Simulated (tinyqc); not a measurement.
Number of periods: periodic multilayer mirror for extreme ultraviolet light.

s polarisation, vacuum above. q_j = sqrt(N_j^2 - sin^2 theta); interface r_jk = (q_j - q_k)/(q_j + q_k) exp(-2 (2 pi/lam)^2 q_j q_k sg^2) (Nevot-Croce; sg = 0 if not given); phase factor of a layer x_j = exp(4 pi i q_j d_j/lam). Each period has the spacer (thickness (1 - Gm) L) on top of the absorber (Gm L). In this recursion R is the amplitude; R in tables and results is the reflectance, its squared modulus. The substrate is of the spacer material. Starting with R = 0 in it, each interface upward gives R -> (r + R x)/(1 + r R x), x that of the layer below the interface (1 for the substrate).

Inputs chosen for the exercise (optical constants near those of Mo and Si at 13.5 nm; not measured data):

| symbol | value | unit | meaning |
|---|---|---|---|
| lam | 13.5 | nm | wavelength |
| dA | (0.0787, 0.00628) |  | delta and beta of the absorber, N = 1 - delta + i beta |
| dS | (0.0009, 0.00195) |  | delta and beta of the spacer and the substrate |
| L | 7.12 | nm | period |
| Gm | 0.39 |  | absorber share of the period |
| theta | 12 | degrees | angle from the normal |
| sg | 0.4 | nm | interface roughness |

The last column sets both beta to zero.

Reflectance:

| periods | R | R without absorption |
|---|---|---|
| 5 | 0.109 | 0.123 |
| 10 | 0.318 | 0.391 |
| 15 | 0.492 | 0.641 |
| 20 | 0.601 | 0.808 |
| 40 | 0.712 | 0.989 |
| 50 | 0.717 | 0.997 |
| 60 | 0.718 | 0.999 |
| 80 | 0.718 | 1.000 |
| 100 | 0.718 | 1.000 |

Give the missing row, periods = 30.

Computed row:
```
periods      R  R without absorption
30       0.690                 0.952
```

R reaches 0.712 at 40 periods and 0.718 at 100; it stays within 0.01 of the last value from 40 periods on. Without absorption the last value is 1.000: absorption, not the count of layers, caps the mirror, and the roughness, which weakens each reflection, lowers that cap further.

Run: tinyqc, `OMP_NUM_THREADS=1 python tinyqc.py 1682231 1682232 out.jsonl`; Intel(R) Xeon(R) Processor @ 2.30GHz, one thread, shared host; about 0.01 s of CPU time with all checks.
